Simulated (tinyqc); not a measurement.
Gupta-type many-body potential for a metal: one step, computed by the program tinyqc. Command: `OMP_NUM_THREADS=1 python tinyqc.py 3002544 3002545 out.jsonl gupta walk`. One thread of a shared host (Intel(R) Xeon(R) Processor @ 2.30GHz), about 0.01 s of CPU time with the checks.

E_i = sum_j A exp(-p (r_ij/r0 - 1)) - xi rho_i^gamma, with rho_i = sum_j exp(-2 q (r_ij/r0 - 1)); gamma = 1/2 is the tight-binding second-moment form. The crystal is fcc unless stated; d is the neighbour distance and a fixed number of shells is kept.

Problem. Shell terms at equilibrium. fcc shells: d sqrt(k), k = 1..5, with 12, 6, 24, 12, 24 atoms; Omega = d^3/sqrt2. Repulsion and density of one neighbour in each shell, and their sums.

Inputs (values chosen for the exercise, for a model metal):
```
quantity,value,unit
repulsion A,0.106,eV
decay p,10.8,-
decay q,3.09,-
reference distance r0,2.889,angstrom
shells kept,3,-
```

neighbour distance d = 2.891620 angstrom

Give: Shells; repulsive energy; density rho.

Solution.

Shells:
```
shell,count,r (angstrom),repulsion (eV),density
1,12,2.892,1.050e-01,0.9944
2,6,4.089,1.193e-03,0.0767
3,24,5.008,3.840e-05,0.0107
```

repulsive energy = 1.268 eV

density rho = 12.65
